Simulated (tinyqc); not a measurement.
# From dry film back to evaporation rate at 1000 rpm e0

Model: spin coating of a resist or spin-on film: centrifugal thinning, evaporation and the final thickness (Emslie and Meyerhofer models). Computed by tinyqc, a small Python program. Command: `OMP_NUM_THREADS=1 python tinyqc.py 3112558 3112559 out.jsonl spincoat inv`. One thread of a shared host (Intel(R) Xeon(R) Processor @ 2.30GHz), about 0.3 s of CPU time with the checks.

A Newtonian film stays uniform over the wafer; solvent and solids have the same density and the concentration is uniform through the thickness.

Inputs (values chosen for the exercise, of the order of those of a polymer resist in an ester solvent):
```
quantity                                 value        unit
solids volume fraction c0                 0.22           -
kinematic viscosity of the solvent nu_s   0.87      mm^2/s
viscosity constant k                       340      mm^2/s
viscosity exponent gamma                   2.4           -
spin speed f                              1000         rpm
starting thickness h0                      300  micrometre
shrinkage in the bake                      4.3           %
```

Method:
- omega = 2 pi f/60; nu(c) = nu_s + k c^gamma; evaporation rate e = e0 sqrt(f/1000 rpm).
- Full model for solids s and liquid l per area, h = s + l, c = s/h: ds/dt = -c Q, dl/dt = -(1 - c) Q - e, Q = 2 omega^2 h^3/(3 nu(c)); integrated adaptively (relative tolerance 1e-9) until l = 0.
- Dry film = s at l = 0, before the bake; film after the bake = s x (1 - shrinkage).

Problem. A run gave the result below. Find the evaporation rate at 1000 rpm e0, known to lie between 0.17 and 0.33 micrometre/s.

dry film = 1689.243 nm

Solution.

Each step takes the trial c = (a f_b - b f_a)/(f_b - f_a), f being the result less the target and a, b, c the logarithms of the listed values; c replaces end b, the old b replaces a if the sign of f changed, and otherwise f_a is halved.

Scan of the range:
```
evaporation rate at 1000 rpm e0 (micrometre/s)  dry film (nm)
0.170                                                 1622.37
0.190                                                 1683.65
0.212                                                 1746.27
0.237                                                 1812.38
0.265                                                 1881.11
0.295                                                 1949.57
0.330                                                 2023.81
```

False position (Illinois rule, in the logarithm of the input) inside the bracket:
```
step     end a     end b     trial  dry film (nm)
1     0.190000  0.212000  0.191868        1689.15
2     0.212000  0.191868  0.191899        1689.24
3     0.212000  0.191899  0.191900        1689.24
4     0.191899  0.191900  0.191900        1689.24
```

dry film rises at every point of a 13-point scan of the range (every second point is shown), so one value fits; it is bracketed by 0.190 and 0.212. Answer: evaporation rate at 1000 rpm e0 = 0.1919 micrometre/s.
